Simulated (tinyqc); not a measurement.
p-i-n power rectifier, conductivity modulation at high injection: two steps of the calculation.

A drift layer from x = -d to d (2 d = W) between ideal p+ and n+ emitters (no recombination in them). High injection, n = p, ambipolar diffusion with one lifetime; both mobilities scale as (T/300 K)^(-bt).

Values chosen for this exercise; bulk values close to those of 4H silicon carbide:
```
symbol    value        unit                                     meaning
T           400           K                                 temperature
mud         778  cm^2/(V s)                     drift mobility at 300 K
bt          2.3              temperature exponent of the drift mobility
mup         106  cm^2/(V s)                      hole mobility at 300 K
Eg         3.19          eV                                    band gap
Nc      2.62e19       cm^-3      conduction-band density of states at T
Nv      3.85e19       cm^-3         valence-band density of states at T
J           100      A/cm^2                     forward current density
tau      4.4e-7           s                         high-level lifetime
```

Constants: q = 1.602176634e-19 C, kB = 1.380649e-23 J/K, Vt = kB T/q. Results are converted to the units shown.

Task 1. Carrier profile. Da = 2 mun mup Vt/(mun + mup), La = sqrt(Da tau), B = (mun - mup)/(mun + mup) with mun = mud (T/300 K)^(-bt), mup likewise; n(x) = (tau J/(2 q La)) [cosh(x/La)/sinh(d/La) - B sinh(x/La)/cosh(d/La)]. 8 equal steps.

drift thickness W = 32.748430 um

Wanted: Da; La; B; x; n.

Result 1.

Da = 3.318 cm^2/s
La = 12.08 um
B = 0.7602

```
point,x (um),n (cm^-3)
0,-16.37,2.054e17
1,-12.28,1.483e17
2,-8.19,1.083e17
3,-4.09,8.086e16
4,0.00,6.280e16
5,4.09,5.201e16
6,8.19,4.725e16
7,12.28,4.796e16
8,16.37,5.423e16
```

d/La = 1.36.

Task 2. Forward voltage and stored charge. Ohmic drop: integral of J/(q (mun + mup) n); diffusion (Dember) drop Vt B ln(n(-d)/n(d)); both junctions together Vt ln(n(-d) n(d)/ni^2), ni = sqrt(Nc Nv) exp(-Eg/(2 Vt)), Eg in volts; V_F = the sum; stored charge q times the integral of n. Trapezoid rule; mun and mup scale as (T/300 K)^(-bt).

```
point,x (um),n (cm^-3)
0,-16.374215,2.0544102e17
1,-12.280661,1.4827831e17
2,-8.187107,1.0829620e17
3,-4.093554,8.0862073e16
4,0.000000,6.2797220e16
5,4.093554,5.2008511e16
6,8.187107,4.7245887e16
7,12.280661,4.7957517e16
8,16.374215,5.4225854e16
```

B = 0.76018100

Find: ohmic drop; diffusion drop; junction drops; V_F; stored charge.

Result 2.

ohmic drop = 0.065631 V
diffusion drop = 0.034902 V
junction drops = 2.7966 V
V_F = 2.8971 V
stored charge = 44.420 uC/cm^2

Computed by the program tinyqc: `OMP_NUM_THREADS=1 python tinyqc.py 2230125 2230126 out.jsonl`, one thread of a shared Intel Xeon 2.30GHz, about 0.01 s for the whole run.
